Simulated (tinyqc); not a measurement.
Hot electrons in a saturated n-channel MOSFET, lucky-electron model: course of the iteration: body bias from the substrate current.

Beyond pinch-off the lateral field grows as Esat cosh(y/l) over the velocity-saturated region (pseudo-two-dimensional model). Impact ionisation in this region gives the substrate current, which biases the body forward through Rsub. Currents are per width. Local-field laws: they overstate ionisation when the field peak is narrower than an energy relaxation length.

Cox = 3.9 eps0/tox. Overdrive g = Vg - VT + kb Vb; Vdsat = g Esat L/(g + Esat L); Id = Cox vs (g - Vdsat); dV = Vd - Id Rd - Vdsat; Em = sqrt((dV/l)^2 + Esat^2); Isub = Id (Ai/Bi) l Em exp(-Bi/Em). Vb(new) = Rsub Isub.

Stop when Vb changes by less than 1e-9 V, or after 60 iterations.

Parameters, values chosen for the exercise; values close to those of silicon n-channel devices:
- L = 1.2 um (channel length)
- tox = 22 nm (oxide thickness)
- VT = 0.78 V (threshold)
- vs = 9.4e6 cm/s (saturation velocity)
- Ai = 2e6 1/cm (ionisation prefactor)
- Bi = 1.72 MV/cm (ionisation field)
- Rd = 0 ohm um (resistance of the lightly doped drain)
- Rsub = 2200 ohm um (substrate resistance)
- kb = 0.26 (fall of VT per volt of forward body bias)
- Vd = 5.1 V (drain voltage)
- Vg = 3.6 V (gate voltage)

Constants: eps0 = 8.8541878128e-14 F/cm where lengths are in cm. Results are converted to the units shown.

Vb at the start = 0 V
l = 170.411 nm
Esat = 0.0494737 MV/cm

Course of the iteration:
```
iteration      Vb (V)  |change| (V)
1          1.56001e-4       1.56e-4
2          1.55997e-4       4.67e-9
3          1.55997e-4      1.40e-13
```

Did this iteration meet its convergence test, and what does its course show?

Yes. Converged in 3 iterations. The change falls from 1.6e-4 in the first iteration to below the tolerance in the last.

Program tinyqc, `OMP_NUM_THREADS=1 python tinyqc.py 2550024 2550025 out.jsonl`; Intel Xeon 2.30GHz, shared host, one thread, about 0.01 s.
